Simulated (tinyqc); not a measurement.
Time-domain thermoreflectance: layered heat flow under a modulated pulse train, and what the signal ratio measures: one step, computed by the program tinyqc.

Pulses repeat at 80 MHz; heat is laid down at the surface, all layers are isotropic.

Problem. Length and time scales. Penetration depth sqrt(kappa/(pi f C)); effusivity sqrt(kappa C); cooling time of the metal d C_m/G; Kapitza length kappa/G.

Inputs (values chosen for the exercise, modelled on aluminium on germanium):

| quantity | value | unit |
|---|---|---|
| metal thickness d | 63 | nm |
| metal heat capacity | 2.42 | MJ/(m^3 K) |
| boundary conductance G under the metal | 92 | MW/(m^2 K) |
| substrate conductivity kappa | 58.6 | W/(m K) |
| substrate heat capacity C | 1.7 | MJ/(m^3 K) |
| modulation frequency f | 1 | MHz |
| spot radius w (1/e^2, pump and probe) | 5.2 | micrometre |

Stack: metal, substrate.

Give: penetration depth; effusivity; cooling time of the metal; Kapitza length; depth over spot radius.

Solution.

penetration depth = 3.312 micrometre

effusivity = 9981 W s^(1/2)/(m^2 K)

cooling time of the metal = 1657 ps

Kapitza length = 637.0 nm

depth over spot radius = 0.6370

The penetration depth is not small against the spot, so radial spreading in the substrate matters at f.
